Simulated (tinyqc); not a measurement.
# Changing the mass M_B

Model: Keating valence-force model of a tetrahedral crystal. Computed by tinyqc, a small Python program. Command: `OMP_NUM_THREADS=1 python tinyqc.py 3012392 3012393 out.jsonl keating sweep`. One thread of a shared host (Intel(R) Xeon(R) Processor @ 2.30GHz), about 0.2 s of CPU time with the checks.

Atom A sits at 0 and atom B at a/4 (1,1,1) of an fcc lattice; the four bonds from A are t = a/4 (1,1,1), a/4 (1,-1,-1), a/4 (-1,1,-1), a/4 (-1,-1,1), of length d = sqrt(3) a/4. Energy: E = (3 alpha/(8 d^2)) sum over bonds (r.r - d^2)^2 + (3 beta/(8 d^2)) sum over pairs of bonds at one atom (r_i.r_j + d^2/3)^2, with beta_A for the six pairs at A and beta_B for the six at B. The cell holds two atoms, Omega = a^3/4. 1 N/m = 1 J/m^2. With constants fitted to the elastic moduli this model puts optical and zone-boundary frequencies of real crystals too high, by up to about 20 % in elemental crystals and up to about 50 % in compounds, and mostly by more for TA modes; in compounds the lattice part of the static dielectric constant then comes out too low.

Inputs (values chosen for the exercise, modelled on cubic silicon carbide): lattice constant a = 4.36 angstrom; mass M_A = 28.086 u; bond stretching alpha = 85.6 N/m; bond bending beta_A = 33.5 N/m; bond bending beta_B = 34 N/m; Born charge Z* = 2.73 e; eps_inf = 6.53; mesh divisions n = 6; temperature T = 300 K.

Structure: zinc blende.

Constants: nu for 1 eV/(angstrom^2 u) = 15.6333042 THz; 1 eV/angstrom^2 = 16.02176634 J/m^2; 1 THz = 33.35640952 1/cm; e^2/(4 pi eps_0) = 14.39964548 eV angstrom; h x 1 THz = 4.135667696 meV; k_B = 8.617333262e-05 eV/K.

Method:
- beta = (beta_A + beta_B)/2; mu = M_A M_B/(M_A + M_B); lambda = 4 (alpha + beta)/mu with the springs in eV/angstrom^2; nu = 15.6333042 THz x sqrt(lambda).
- The long-range field adds 4 pi Z*^2 (e^2/(4 pi eps_0))/(eps_inf Omega mu) to lambda for the longitudinal mode at q -> 0; lambda = (nu/15.6333042 THz)^2; eps_0 = eps_inf (nu_LO/nu_TO)^2 (Lyddane-Sachs-Teller; here eps_0 is the static dielectric constant).
- With displacements u exp(i q.r), each bracket changes by g.u, where g = (g_A, g_B): bond t, g = (-2 t, 2 t exp(i q.t)); pair (i, j) at A, g = (-(t_i + t_j), t_i exp(i q.t_j) + t_j exp(i q.t_i)); pair at B, g = (-t_i exp(-i q.t_j) - t_j exp(-i q.t_i), t_i + t_j). Then D_mn = sum over the 4 bonds and 12 pairs of (4 k/a^2) conj(g_m) g_n / sqrt(M_m M_n), with k = alpha or beta converted to eV/angstrom^2. Only the short-range forces enter; the Coulomb field of the charges is left out.
- An eigenvalue lambda of D in eV/(angstrom^2 u) gives nu = 15.6333042 THz x sqrt(lambda).
- Take the lowest frequency at X = (1, 0, 0) 2 pi/a, the transverse acoustic (TA) mode.
- Mesh: q = sum_i (m_i + 1/2)/n b_i, m_i = 0..n-1, with b = [[-1, 1, 1], [1, -1, 1], [1, 1, -1]] in 2 pi/a; sums over the six modes are averaged over the n^3 points and halved, per atom.
- With x = h nu/(k_B T) and n = 1/(exp(x) - 1) for each mode: F = k_B T [x/2 + ln(1 - exp(-x))], U = k_B T x (n + 1/2), S/k_B = x n - ln(1 - exp(-x)), C/k_B = x^2 n (n + 1).
- The acoustic share counts the three lowest modes at each q; zero-point energy = sum h nu/2.

One run for each value; columns: (1) mass M_B (u); (2) nu_TO at G (THz); (3) TA frequency at X (THz); (4) nu_LO at G (THz); (5) static dielectric constant; (6) zero-point energy (meV/atom):
```
(1)       (2)     (3)     (4)     (5)     (6)
5.6    39.493  14.191  45.623  8.7143  160.27
13.0   28.626  13.639  33.069  8.7143  121.48
19.0   25.349  13.075  29.283  8.7143  108.83
28.0   22.790  12.119  26.327  8.7143   98.26
42.0   20.801  10.710  24.029  8.7143   89.29
63.0   19.362   9.134  22.367  8.7143   82.05
94.0   18.351   7.654  21.199  8.7143   76.28
140.0  17.644   6.355  20.382  8.7143   71.64
```

Give the missing row, mass M_B (u) = 8.4.

Computed row; columns: (1) mass M_B (u); (2) nu_TO at G (THz); (3) TA frequency at X (THz); (4) nu_LO at G (THz); (5) static dielectric constant; (6) zero-point energy (meV/atom):
```
(1)     (2)     (3)     (4)     (5)     (6)
8.4  33.559  14.002  38.768  8.7143  139.49
```

Interpolating between the two neighbouring rows (the first column on a logarithmic scale, the others too where they are positive) misses most in nu_LO at G (THz), by 0.79 %. Over the rows, nu_TO at G (THz) falls from 39.5 to 17.6 (exponent d ln y / d ln x -0.40 between the first rows and -0.099 between the last); TA frequency at X (THz) falls from 14.2 to 6.36 (exponent d ln y / d ln x -0.033 between the first rows and -0.47 between the last); nu_LO at G (THz) falls from 45.6 to 20.4 (exponent d ln y / d ln x -0.40 between the first rows and -0.099 between the last). The optical frequencies follow the reduced mass, which saturates at M_A for heavy B, while the static dielectric constant does not involve the masses.

Extremes, crossings and ranges named in words are read from the listed rows.
